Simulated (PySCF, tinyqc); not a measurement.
CIS and TDHF on RHF in the sto-3g basis, for H4, spin multiplicity 1, step by step. The lowest restricted solution is unstable here: a spin-polarised one lies 0.0259 hartree lower (PySCF). Computed by tinyqc, a small Python program that keeps every step (integrals from PySCF). Settings: charge = 0, multiplicity = 1, basis = sto-3g, method = RHF, energy threshold = 1e-10, iteration cap = 63, orthogonalisation = symmetric, start = Wolfsberg-Helmholz matrix, DIIS depth = 6, TDHF = 1. Command: `OMP_NUM_THREADS=1 python tinyqc.py 23954 23955 out.jsonl` (the two numbers bound the seeds that draw the settings). One thread of a shared host (Intel(R) Xeon(R) Processor @ 2.60GHz), about 0.06 s of CPU time with the checks. The early iterations of the SCF are left out here.

## One-electron integrals

Geometry (angstrom):
```
atom         x         y         z
H     0.000000  0.000000  0.000000
H     0.000000  0.000000  1.268000
H     0.000000  0.000000  2.649000
H     0.000000  0.000000  3.917000
```

Basis sto-3g: exponents (1/bohr^2) and contraction coefficients of normalised primitives:
```
element  l (shell)  exponent  coefficient
H            s (1)  3.425251     0.154329
H            s (1)  0.623914     0.535328
H            s (1)  0.168855     0.444635
```

Overlap, kinetic and nuclear-attraction integrals over the contracted functions; the nuclear repulsion is the sum of Za Zb / Rab.

nuclear repulsion = 1.75247582 hartree

overlap S, order 1H 1s, 2H 1s, 3H 1s, 4H 1s:
$$\begin{pmatrix}
1.000000 & 0.353911 & 0.037244 & 0.002185 \\
0.353911 & 1.000000 & 0.303590 & 0.037244 \\
0.037244 & 0.303590 & 1.000000 & 0.353911 \\
0.002185 & 0.037244 & 0.353911 & 1.000000
\end{pmatrix}$$

kinetic energy T (hartree), order 1H 1s, 2H 1s, 3H 1s, 4H 1s:
$$\begin{pmatrix}
0.760032 & 0.039241 & -0.009621 & -0.001409 \\
0.039241 & 0.760032 & 0.022072 & -0.009621 \\
-0.009621 & 0.022072 & 0.760032 & 0.039241 \\
-0.001409 & -0.009621 & 0.039241 & 0.760032
\end{pmatrix}$$

nuclear attraction V (hartree), order 1H 1s, 2H 1s, 3H 1s, 4H 1s:
$$\begin{pmatrix}
-1.974377 & -0.654753 & -0.064894 & -0.003652 \\
-0.654753 & -2.219900 & -0.579970 & -0.064894 \\
-0.064894 & -0.579970 & -2.219900 & -0.654753 \\
-0.003652 & -0.064894 & -0.654753 & -1.974377
\end{pmatrix}$$

core Hamiltonian H = T + V (hartree), order 1H 1s, 2H 1s, 3H 1s, 4H 1s:
$$\begin{pmatrix}
-1.214345 & -0.615512 & -0.074515 & -0.005060 \\
-0.615512 & -1.459868 & -0.557898 & -0.074515 \\
-0.074515 & -0.557898 & -1.459868 & -0.615512 \\
-0.005060 & -0.074515 & -0.615512 & -1.214345
\end{pmatrix}$$

## Two-electron integrals

Functions are numbered as in S; the eight-fold symmetry (ij|kl) = (ji|kl) = (kl|ij) leaves the list below.

Two-electron integrals (ij|kl) in chemists' order, unique and non-zero (hartree):
```
(11|11) 0.774606   (21|11) 0.203127   (21|21) 0.075038   (22|11) 0.399697
(22|21) 0.203127   (22|22) 0.774606   (31|11) 0.014705   (31|21) 0.006302
(31|22) 0.020667   (31|31) 0.000658   (32|11) 0.083377   (32|21) 0.041801
(32|22) 0.168484   (32|31) 0.005436   (32|32) 0.053750   (33|11) 0.199714
(33|21) 0.094201   (33|22) 0.371942   (33|31) 0.014705   (33|32) 0.168484
(33|33) 0.774606   (41|11) 0.000606   (41|21) 0.000286   (41|22) 0.001059
(41|31) 0.000035   (41|32) 0.000333   (41|33) 0.001059   (41|41) 2.15e-06
(42|11) 0.007867   (42|21) 0.003757   (42|22) 0.014705   (42|31) 0.000522
(42|32) 0.005436   (42|33) 0.020667   (42|41) 0.000035   (42|42) 0.000658
(43|11) 0.057465   (43|21) 0.025585   (43|22) 0.094201   (43|31) 0.003757
(43|32) 0.041801   (43|33) 0.203127   (43|41) 0.000286   (43|42) 0.006302
(43|43) 0.075038   (44|11) 0.135097   (44|21) 0.057465   (44|22) 0.199714
(44|31) 0.007867   (44|32) 0.083377   (44|33) 0.399697   (44|41) 0.000606
(44|42) 0.014705   (44|43) 0.203127   (44|44) 0.774606
```

## Orthogonalisation

S = U s U^T; symmetric (Loewdin) form X = U s^(-1/2) U^T, so that X^T S X = 1.

eigenvalues of S: [0.496414, 0.733706, 1.197811, 1.572069]

X, order 1H 1s, 2H 1s, 3H 1s, 4H 1s:
$$\begin{pmatrix}
1.053436 & -0.200426 & 0.027846 & -0.004438 \\
-0.200426 & 1.095580 & -0.179564 & 0.027846 \\
0.027846 & -0.179564 & 1.095580 & -0.200426 \\
-0.004438 & 0.027846 & -0.200426 & 1.053436
\end{pmatrix}$$

## Iteration 9 (converged): orbitals

converged F (hartree), order 1H 1s, 2H 1s, 3H 1s, 4H 1s:
$$\begin{pmatrix}
-0.176769 & -0.373233 & -0.061338 & 0.014204 \\
-0.373233 & -0.218097 & -0.239989 & -0.061338 \\
-0.061338 & -0.239989 & -0.218097 & -0.373233 \\
0.014204 & -0.061338 & -0.373233 & -0.176769
\end{pmatrix}$$

Diagonalise F' = X^T F X, C = X C', fill 2 alpha and 2 beta electrons from the bottom; D = 2 C_occ C_occ^T. Each column has its largest component positive (the first on a tie).

F' = X^T F X (hartree):
$$\begin{pmatrix}
-0.048563 & -0.362955 & 0.034281 & 0.013379 \\
-0.362955 & -0.022298 & -0.229518 & 0.034281 \\
0.034281 & -0.229518 & -0.022298 & -0.362955 \\
0.013379 & 0.034281 & -0.362955 & -0.048563
\end{pmatrix}$$

orbital energies (hartree): MO1 -0.489563, MO2 -0.346775, MO3 0.202563, MO4 0.492053

coefficients C, order 1H 1s, 2H 1s, 3H 1s, 4H 1s:
$$\begin{pmatrix}
0.335858 & 0.513846 & 0.672524 & -0.567067 \\
0.453291 & 0.394240 & -0.478499 & 0.826816 \\
0.453291 & -0.394240 & -0.478499 & -0.826816 \\
0.335858 & -0.513846 & 0.672524 & 0.567067
\end{pmatrix}$$

D after iteration 9, order 1H 1s, 2H 1s, 3H 1s, 4H 1s:
$$\begin{pmatrix}
0.753676 & 0.709640 & -0.100673 & -0.302473 \\
0.709640 & 0.721796 & 0.100096 & -0.100673 \\
-0.100673 & 0.100096 & 0.721796 & 0.709640 \\
-0.302473 & -0.100673 & 0.709640 & 0.753676
\end{pmatrix}$$

## Convergence

Stop when the energy changes by less than 1e-10 hartree and every element of the error matrix X^T (F D S - S D F) X is below 3e-06.

Course of the cycle:
```
iteration  E (hartree)     change  largest element of the error matrix
1          -1.91823123          -                             1.74e-01
2          -1.96367684  -4.54e-02                             2.92e-02
3          -1.96550016  -1.82e-03                             1.01e-02
4          -1.96570477  -2.05e-04                             3.64e-04
5          -1.96570502  -2.56e-07                             9.24e-05
6          -1.96570503  -1.18e-08                             5.30e-05
7          -1.96570504  -2.96e-09                             3.70e-05
8          -1.96570504  -2.84e-09                             1.23e-07
9          -1.96570504  -4.35e-14                             1.38e-09
```

PySCF RHF in the same basis = -1.96570504 hartree

Converged in 9 iterations.

## Integrals over molecular orbitals

(pq|rs) = sum C_ip C_jq C_kr C_ls (ij|kl), one index at a time.

one-electron integrals over orbitals h = C^T H C (hartree):
$$\begin{pmatrix}
-1.524497 & 0.000000 & 0.125521 & 0.000000 \\
0.000000 & -1.357347 & 0.000000 & -0.101085 \\
0.125521 & 0.000000 & -1.138818 & 0.000000 \\
0.000000 & -0.101085 & 0.000000 & -0.996337
\end{pmatrix}$$

Two-electron integrals over orbitals (pq|rs), unique and non-zero (hartree):
```
(11|11) 0.425795    (21|21) 0.168144    (22|11) 0.388642    (22|22) 0.401432
(31|11) -0.063773   (31|22) 0.010120    (31|31) 0.112393    (32|21) 0.081988
(32|32) 0.129025    (33|11) 0.392872    (33|22) 0.398528    (33|31) 0.002866
(33|33) 0.412595    (41|21) 0.033090    (41|32) -0.075480   (41|41) 0.101510
(42|11) 0.067761    (42|22) -0.001347   (42|31) -0.109364   (42|33) -0.004015
(42|42) 0.114075    (43|21) -0.166445   (43|32) -0.085065   (43|41) -0.031739
(43|43) 0.177282    (44|11) 0.444007    (44|22) 0.407981    (44|31) -0.067050
(44|33) 0.418163    (44|42) 0.073233    (44|44) 0.480986
```

## CIS matrix, singlets

A(ia,jb) = (e_a - e_i) d_ij d_ab + 2 (ia|jb) - (ij|ab).

CIS matrix A, singlet (hartree), order 1>3, 1>4, 2>3, 2>4:
$$\begin{pmatrix}
0.524040 & 0.000000 & 0.000000 & -0.052283 \\
0.000000 & 0.740628 & 0.015485 & 0.000000 \\
0.000000 & 0.015485 & 0.408860 & 0.000000 \\
-0.052283 & 0.000000 & 0.000000 & 0.658998
\end{pmatrix}$$

## CIS singlet states

dipole integrals <i|r|a> (bohr), order 1>3, 1>4, 2>3, 2>4:
$$\begin{pmatrix}
0.000000 & 0.000000 & 0.000000 \\
0.000000 & 0.000000 & 0.442807 \\
0.000000 & 0.000000 & -2.054171 \\
0.000000 & 0.000000 & 0.000000
\end{pmatrix}$$

Diagonalise A (1 hartree = 27.211386 eV); each vector has its largest component positive (the first on a tie). The transition dipole is mu = sqrt2 sum c_ia <i|r|a>.

singlet excitation energies (eV): [11.106020, 13.773192, 18.418906, 20.173146]

lowest vectors, order 1>3, 1>4, 2>3, 2>4:
$$\begin{pmatrix}
0.000000 & 0.946174 & -0.323660 & 0.000000 \\
-0.046522 & 0.000000 & 0.000000 & 0.998917 \\
0.998917 & 0.000000 & 0.000000 & 0.046522 \\
0.000000 & 0.323660 & 0.946174 & 0.000000
\end{pmatrix}$$

oscillator strengths 2/3 w |mu|^2: [2.337519, 0.000000, 0.000000, 0.118858]

## TDHF (RPA) singlet states

B(ia,jb) = 2 (ia|jb) - (ib|ja); the squared energies are the eigenvalues of (A - B)(A + B); 1 hartree = 27.211386 eV.

TDHF matrix B, singlet (hartree), order 1>3, 1>4, 2>3, 2>4:
$$\begin{pmatrix}
0.112393 & 0.000000 & 0.000000 & -0.143248 \\
0.000000 & 0.101510 & -0.041596 & 0.000000 \\
0.000000 & -0.041596 & 0.129025 & 0.000000 \\
-0.143248 & 0.000000 & 0.000000 & 0.114075
\end{pmatrix}$$

squared energies w^2 (hartree^2): [0.147561, 0.241152, 0.406526, 0.538203]

TDHF energies from the positive w^2 (eV): [10.452877, 13.362749, 17.349810, 19.962912]

## CIS matrix, triplets

A(ia,jb) = (e_a - e_i) d_ij d_ab - (ij|ab).

CIS matrix A, triplet (hartree), order 1>3, 1>4, 2>3, 2>4:
$$\begin{pmatrix}
0.299253 & 0.000000 & 0.000000 & 0.166445 \\
0.000000 & 0.537608 & 0.166445 & 0.000000 \\
0.000000 & 0.166445 & 0.150810 & 0.000000 \\
0.166445 & 0.000000 & 0.000000 & 0.430847
\end{pmatrix}$$

## CIS triplet states

Diagonalise A (1 hartree = 27.211386 eV); each vector has its largest component positive (the first on a tie).

triplet excitation energies (eV): [2.423123, 5.063263, 14.803770, 16.309708]

lowest vectors, order 1>3, 1>4, 2>3, 2>4:
$$\begin{pmatrix}
0.000000 & 0.826929 & 0.562306 & 0.000000 \\
-0.347888 & 0.000000 & 0.000000 & 0.937536 \\
0.937536 & 0.000000 & 0.000000 & 0.347888 \\
0.000000 & -0.562306 & 0.826929 & 0.000000
\end{pmatrix}$$

## TDHF (RPA) triplet states

B(ia,jb) = - (ib|ja); the squared energies are the eigenvalues of (A - B)(A + B); 1 hartree = 27.211386 eV.

TDHF matrix B, triplet (hartree), order 1>3, 1>4, 2>3, 2>4:
$$\begin{pmatrix}
-0.112393 & 0.000000 & 0.000000 & 0.075480 \\
0.000000 & -0.101510 & 0.109364 & 0.000000 \\
0.000000 & 0.109364 & -0.129025 & 0.000000 \\
0.075480 & 0.000000 & 0.000000 & -0.114075
\end{pmatrix}$$

squared energies w^2 (hartree^2): [-0.033423, 0.000489, 0.293060, 0.349726]

TDHF energies from the positive w^2 (eV): [0.601912, 14.730895, 16.092161]

A + B or A - B has a negative eigenvalue: the restricted solution is unstable towards a spin-polarised one, a negative w^2 means an imaginary energy, and the lowest roots have no physical meaning.
